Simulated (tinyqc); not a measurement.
Changing the Huang-Rhys factor S: non-radiative capture by multiphonon emission, one effective mode. Computed by tinyqc, a small Python program. Command: `OMP_NUM_THREADS=1 python tinyqc.py 3019956 3019957 out.jsonl capture sweep`. One thread of a shared host (Intel(R) Xeon(R) Processor @ 2.30GHz), about 0.04 s of CPU time with the checks.

The initial state (free carrier plus empty centre) lies dE above the final state; both have the same frequency and are displaced by dQ.

Inputs (values chosen for the exercise, for a model semiconductor):
```
quantity,value,unit
energy released dE,0.663,eV
phonon energy hbar omega,38.9,meV
electron-phonon coupling W,0.0033,eV/(u^(1/2) angstrom)
cell volume V,717,angstrom^3
degeneracy g,2,-
broadening b,22,meV
carrier mass m,0.23,m_0
dielectric constant eps,12.2,-
temperature T,77,K
defect density N_t,9e+15,cm^-3
```

Centre: attractive.

Constants: hbar^2/u = 4.18015928e-03 eV angstrom^2; k_B = 8.617333262e-05 eV/K; hbar = 6.582119569e-16 eV s; Ry = 13.605693123 eV; k_B = 1.380649e-23 J/K; m_0 = 9.1093837015e-31 kg.

Method:
- dQ = sqrt(2 S (hbar^2/u)/hbar omega); relaxation energy lambda = S hbar omega; phonons needed P = dE/hbar omega; classical barrier E_b = (dE - lambda)^2/(4 lambda); occupation n = 1/(exp(hbar omega/k_B T) - 1).
- Huang-Rhys weight for a net emission of p phonons: L_p = exp(-S (2n + 1)) ((n + 1)/n)^(p/2) I_p(2 S sqrt(n (n + 1))), I_p the modified Bessel function.
- M_p = sum_m w_m <m_i|Q|(m + p)_f>^2 with Q counted from the final minimum and Boltzmann weights w_m for m = 0..24; <m_i|Q|k_f> = sqrt((hbar^2/u)/(2 hbar omega)) [sqrt(k) <m|k-1> + sqrt(k+1) <m|k+1>], with overlaps of oscillators displaced by d = sqrt(2 S) summed on 1500 points from -16 to 16 + d.
- The delta function is a Gaussian of standard deviation b at dE - p hbar omega.
- C_0 = V (2 pi/hbar) g W^2 sum_p M_p Gaussian_p. The sum runs over the seven p from round(P) - 3 to round(P) + 3; 1 angstrom^3 = 1e-24 cm^3.
- Sommerfeld factor of an attractive centre: s(k) = 2 pi nu/(1 - exp(-2 pi nu)), nu = sqrt(Ry*/E), Ry* = Ry m/eps^2, averaged over (2/sqrt(pi)) sqrt(x) exp(-x) dx with x = E/k_B T = t^2 (trapezoid, t to 6 in steps of 0.01).
- C = s C_0; v = sqrt(3 k_B T/m); sigma = C/v; tau = 1/(C N_t).

One run for each value:
```
Huang-Rhys factor S,capture coefficient C (cm^3/s),classical barrier E_b (eV),dQ (u^(1/2) angstrom)
0.68,1.0214e-23,3.8295,0.38229
0.85,2.5485e-22,3.0003,0.42741
1.10,1.0182e-20,2.2474,0.48622
1.30,1.0849e-19,1.8542,0.52858
2.10,8.2760e-17,1.0342,0.67181
2.60,1.4291e-15,0.7803,0.74752
3.30,3.0718e-14,0.5567,0.84216
4.10,4.3879e-13,0.3974,0.93870
```

Give the missing row, Huang-Rhys factor S = 1.70.

Computed row:
```
Huang-Rhys factor S  capture coefficient C (cm^3/s)  classical barrier E_b (eV)  dQ (u^(1/2) angstrom)
1.70                                     4.5976e-18                      1.3468                0.60445
```

Interpolating between the two neighbouring rows (the first column on a logarithmic scale, the others too where they are positive) misses most in capture coefficient C (cm^3/s), by 3.3 %. Over the rows, capture coefficient C (cm^3/s) rises from 1.02e-23 to 4.39e-13 (exponent d ln y / d ln x 14 between the first rows and 12 between the last); classical barrier E_b (eV) falls from 3.83 to 0.397 (exponent d ln y / d ln x -1.1 between the first rows and -1.6 between the last); dQ (u^(1/2) angstrom) rises from 0.382 to 0.939 (exponent d ln y / d ln x about 0.50 throughout). The barrier vanishes where S equals the number of phonons needed, dE/hbar omega = 17.0.

Caution (rows 0.680, 0.850, 1.10, 1.30, 1.70, 2.10, 2.60): the largest term is not the one nearest energy conservation, so C_0 depends strongly on the broadening b.

Extremes, crossings and ranges named in words are read from the listed rows.
